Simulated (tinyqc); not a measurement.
# Changing the HCl added

Model: speciation in dilute and buffered hydrofluoric acid, oxide etch rate and bath loading. Computed by tinyqc, a small Python program. Command: `OMP_NUM_THREADS=1 python tinyqc.py 3121015 3121016 out.jsonl hfetch sweep`. One thread of a shared host (Intel(R) Xeon(R) Processor @ 2.30GHz), about 0.01 s of CPU time with the checks.

Concentrations stand for activities, NH4+ and Cl- are spectators, and water ionisation is neglected. H, F and HF2 denote the ions H+, F- and HF2-. The base temperature is 298 K.

Inputs (values chosen for the exercise, of the order of those for thermal oxide at room temperature):
```
quantity                            value            unit
HF added                             0.84           mol/L
NH4F added                              0           mol/L
K1 = [H][F]/[HF]                 0.000634           mol/L
K2 = [HF2]/([HF][F])                 3.41           L/mol
K3 = [H2F2]/[HF]^2                      0           L/mol
rate constant of neutral HF k_a        15  nm L/(min mol)
rate constant of HF2 k_b               66  nm L/(min mol)
activation energy                    0.41              eV
temperature error                     2.2               K
oxide removed per wafer                36              nm
```

Constants: k_B = 8.617333262e-05 eV/K.

Method:
- Fluoride balance: [HF] + [F] + 2 [HF2] + 2 [H2F2] = HF added + NH4F added. Acid balance: [H] + [HF] + [HF2] + 2 [H2F2] = HF added + HCl added. For a trial [H], [HF] = [H][F]/K1, and the fluoride balance is a quadratic in [F].
- The root is refined to 1e-13 in pH = -log10 [H].
- Rate = k_a ([HF] + 2 [H2F2]) + k_b [HF2], an empirical two-term form.
- Time = oxide/rate; a temperature error changes the rate by exp((E_a/k_B)(1/298 - 1/(298 + error))) - 1.

One run for each value:
```
HCl added (mol/L)  etch rate (nm/min)       pH  [HF2] (mol/L)  share of HF2 in the rate (%)
0.001                          13.509   1.3716       0.030039                        14.675
0.0026                         13.494   1.3627       0.029527                        14.442
0.0067                         13.456   1.3402       0.028260                        13.860
0.017                          13.369   1.2851       0.025343                        12.511
0.045                          13.184   1.1473       0.019163                         9.593
0.12                           12.927   0.8712       0.010671                         5.448
0.3                            12.749   0.5135       0.004842                         2.507
0.77                           12.660   0.1120       0.001953                         1.018
2                              12.623  -0.3013       0.000759                         0.397
```

Over the rows, etch rate (nm/min) falls from 13.5 to 12.6 (exponent d ln y / d ln x -0.0012 between the first rows and -0.0030 between the last); pH falls from 1.37 to -0.301; [HF2] (mol/L) falls from 0.0300 to 7.59e-4 (exponent d ln y / d ln x -0.018 between the first rows and -0.99 between the last). Added acid turns F and HF2 into neutral HF, the slower species in this rate law.

Caution (rows 0.770, 2.00): at ionic strengths above about 0.5 mol/L activities differ much from concentrations, so pH and rates are only indicative.
